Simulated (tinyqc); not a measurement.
# Model parameters from four stresses

Inverse problem. The threshold shift of a transistor under bias-temperature stress follows dV = A (V/V0)^g exp[-(Ea q/kB)(1/T - 1/T0)] (t/1 s)^n. Find n, A, g and Ea.

Parameters, values chosen for the exercise:
```
symbol,value,unit,meaning
V0,1.9,V,reference stress voltage
T0,398,K,reference temperature
```

Constants: q = 1.602176634e-19 C, kB = 1.380649e-23 J/K. Results are converted to the units shown.

dV at (V0, T0, 10 s), (V0, T0, 1000 s), (1.6 V, T0, 1000 s) and (V0, 423 K, 1000 s) (mV): 10.594032  21.137872  10.095706  27.848619

Solution. Each pair differs in one condition, and the logarithm of its ratio gives one exponent.

n = 0.1500
A = 7.500 mV
g = 4.300
Ea = 0.1600 eV

Program tinyqc, `OMP_NUM_THREADS=1 python tinyqc.py 2070058 2070059 out.jsonl`; Intel Xeon 2.30GHz, shared host, one thread, about 0.01 s.
